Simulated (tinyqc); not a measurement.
What each parameter does: quantum well in an electric field by finite differences.

Finite differences on points z_i at the centres of cells of width h: H_ii = (c/h^2)(1/m_(i-1/2) + 1/m_(i+1/2)) + V_i, H_(i,i+1) = -(c/h^2)/m_(i+1/2), where m_(i+1/2) is the mean of the masses at the two points (the end values are repeated outwards), psi = 0 on the points beyond both ends, c = hbar^2/2m0. The field adds e F (z - z0) with z0 the middle of the structure; 1 kV/cm = 1e-5 eV/angstrom.

Constants: hbar^2/2m0 = 3.80998211 eV angstrom^2.

Inputs chosen for the exercise (near those of an InGaAs well in InAlAs; the results hold for these values, not for the real material): Lw = 78 angstrom (well width); Lb = 52 angstrom (each outer barrier); V0 = 0.504 eV (barrier height); mw = 0.0413 m0 (mass in the well); mb = 0.074 m0 (mass in the barriers); F = 98 kV/cm (field along z); hf = 0.8125 angstrom (cell width of the fine grid).

Three layers: barrier, well, barrier; fine grid. The Stark shift is E1(F) - E1(0).

One parameter was then changed.

Results before and after:

| case | E1 (eV) | E2 - E1 (meV) | Stark shift (meV) | <z - z0> (angstrom) |
|---|---|---|---|---|
| base | 0.0684 | 213.7 | -1.89 | -3.83 |
| changed | 0.0641 | 197.7 | -1.93 | -3.93 |

Which of these changes was made? (a) F = 49 kV/cm; (b) V0 = 0.403 eV; (c) Lw = 91 angstrom; (d) mw = 0.0475 m0; (e) Lb = 65 angstrom; (f) mb = 0.0592 m0.

Answer: (d) mw = 0.0475 m0. Of the candidates, run in turn, only this one gives the changed row.

All candidates:

| case | E1 (eV) | E2 - E1 (meV) | Stark shift (meV) | <z - z0> (angstrom) |
|---|---|---|---|---|
| base | 0.0684 | 213.7 | -1.89 | -3.83 |
| Lw = 91 angstrom | 0.0537 | 174.4 | -2.88 | -5.84 |
| Lb = 65 angstrom | 0.0684 | 213.6 | -1.89 | -3.84 |
| V0 = 0.403 eV | 0.0632 | 198.0 | -2.19 | -4.46 |
| mw = 0.0475 m0 | 0.0641 | 197.7 | -1.93 | -3.93 |
| mb = 0.0592 m0 | 0.0727 | 218.7 | -1.82 | -3.70 |
| F = 49 kV/cm | 0.0698 | 212.3 | -0.47 | -1.93 |

Run: tinyqc, `OMP_NUM_THREADS=1 python tinyqc.py 1252699 1252700 out.jsonl`; Intel(R) Xeon(R) Processor @ 2.30GHz, one thread, shared host; about 0.02 s of CPU time with all checks.
